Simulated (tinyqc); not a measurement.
Inside a calculation. Model: concentration-dependent dopant diffusion with charged defects and the built-in field. Computed by tinyqc, a small Python program that keeps every step. Command: `OMP_NUM_THREADS=1 python tinyqc.py 3003537 3003538 out.jsonl extrinsic walk`. One thread of a shared host (Intel(R) Xeon(R) Processor @ 2.30GHz), about 0.06 s of CPU time with the checks. Intermediate numbers are printed to about 6 digits and carried at full precision; extremes and crossings named in words are read from the listed rows.

A constant source C_s feeds a half space. The dopant moves through neutral point defects and through charged ones, whose number grows with the majority carrier density n.

Inputs (values chosen for the exercise, modelled on phosphorus in silicon):
```
quantity                        value    unit
neutral prefactor D0x            4.39  cm^2/s
neutral activation energy E0     3.66      eV
singly charged prefactor D01        5  cm^2/s
activation energy E1             4.02      eV
doubly charged prefactor D02     49.8  cm^2/s
activation energy E2             4.39      eV
surface concentration C_s     4.9e+19  1/cm^3
junction level C_B            1.1e+16  1/cm^3
temperature T                     975       C
time t                            110       s
```

Field enhancement: on.

Constants: k_B = 8.617333262e-05 eV/K.

## Intrinsic density and partial diffusivities

n_i = 3.87e16 T^1.5 exp(-7014/T) per cm^3 (T in kelvin, an empirical form); each D = prefactor x exp(-E/(k_B T)); the intrinsic diffusivity D_i is their sum. Temperatures in kelvin are T(C) + 273.15.

n_i = 6.18851e+18 1/cm^3

partial diffusivities (cm^2/s): Dx 7.31345e-15, D1 2.93103e-16, D2 9.36039e-17

intrinsic diffusivity D_i = 7.70015e-15 cm^2/s

## Diffusivity at the surface

n = C/2 + sqrt(C^2/4 + n_i^2); D(C) = h [Dx + D1 (n/n_i) + D2 (n/n_i)^2], h = 1 + C/sqrt(C^2 + 4 n_i^2).

n/n_i = 8.04225

field factor h = 1.96955

surface diffusivity D_s = 3.09706e-14 cm^2/s

enhancement D_s/D_i = 4.02208

C_s is 7.92 times n_i: diffusion is extrinsic near the surface. At such a C_s dopants can cluster or exceed their solubility, which the model leaves out.

## Similarity solution

With y = x/sqrt(D_s t), u = C/C_s and q = -(D/D_s) du/dy: du/dy = -q D_s/D, dq/dy = -(y/2) q D_s/D, u(0) = 1. The surface flux q(0) is shot so that u tends to 0 (LSODA, an adaptive multistep solver, relative tolerance 1e-10). Dose Q = 2 q(0) C_s sqrt(D_s t). The junction lies where C = C_B.

surface flux q(0) = 0.477809

dose Q = 8.64275e+13 1/cm^2

junction in units of sqrt(D_s t) = 3.02181

junction depth x_j = 55.7748 nm

For a constant D, q(0) = 1/sqrt(pi) = 0.5642; for D proportional to C it tends to 0.444, with the front at y = 1.616. Caution: at such concentrations dopants can cluster or exceed their solubility; the active fraction and the diffusivity then fall below the model.

## Where the concentration falls to given levels

For comparison, erfc profiles with a constant D: x = 2 sqrt(D t) erfc^-1(C/C_s), with D = D_i and D = D_s.

Depth (nm):
```
C/C_s        D/D_s     full  erfc with D_i  erfc with D_s
8.00e-01  0.829863   7.1472         3.2974          6.613
5.00e-01  0.622857  16.7559         8.7788         17.606
2.00e-01  0.435374  27.4938        16.6800         33.452
1.00e-01  0.351068  32.6590        21.4086         42.935
3.00e-02  0.280185  38.9690        28.2448         56.645
1.00e-02  0.259119  43.4358        33.5257         67.236
1.00e-03  0.249674  51.2778        42.8279         85.892
1.00e-04  0.248732  58.0729        50.6380        101.555
```

The depth between C/C_s = 0.1 and 1e-4 spans 25.4 nm in the full profile, against 29.2 nm for D_i and 58.6 nm for D_s; the ratio of the depths at 1e-4 and at 0.5 is 3.47, against 5.77 for any erfc. The profile is box-like: fast diffusion in the heavily doped part feeds a front that moves slowly where D drops to D_i. Caution: at such a C_s dopants can cluster or exceed their solubility, which the model leaves out.

Checks made by the program: dose from the flux against the area under the profile (relative difference 9e-08).
